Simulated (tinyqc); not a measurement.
Out-diffusion of a doped substrate or buried layer into a growing epitaxial film: one step, computed by the program tinyqc.

x is counted from the original substrate surface into the film, whose surface moves as x = v t. Substrate dopant has one diffusivity; the dopant of the film is taken as uniform.

Problem. Transition width. After growth and the later budget: l2 = 2 sqrt(D t + (Dt)2); C(x) = (C_s/2) erfc(x/l2) + share x C_s exp(-x/decay length) for x > 0 (autodoping taken as unchanged by the later budget). The transition x_t solves C(x) = C_e, the metallurgical junction. Usable film = d - x_t. Also give x_t for the erfc term alone, after growth and after the later budget.

Inputs (values chosen for the exercise, modelled on antimony in silicon):
```
quantity,value,unit
substrate concentration C_s,6.3e+18,1/cm^3
film doping C_e,3.8e+14,1/cm^3
film thickness d,3.4,um
growth temperature T,1100,C
"autodoping level at the start, as a share of C_s",0.0004,-
decay length of autodoping,0.43,um
later thermal budget (Dt)2,1.2e-10,cm^2
```

Film doping: opposite type.

length l = 0.1795586 um

Give: length l2; x_t after growth, erfc alone; x_t after the later budget, erfc alone; x_t with autodoping; usable film.

Solution.

length l2 = 0.2833 um

x_t after growth, erfc alone = 0.4882 um

x_t after the later budget, erfc alone = 0.7701 um

x_t with autodoping = 0.8685 um

usable film = 2.531 um

Solid-state diffusion sets the transition. The later budget is 1.5 times that of the growth.
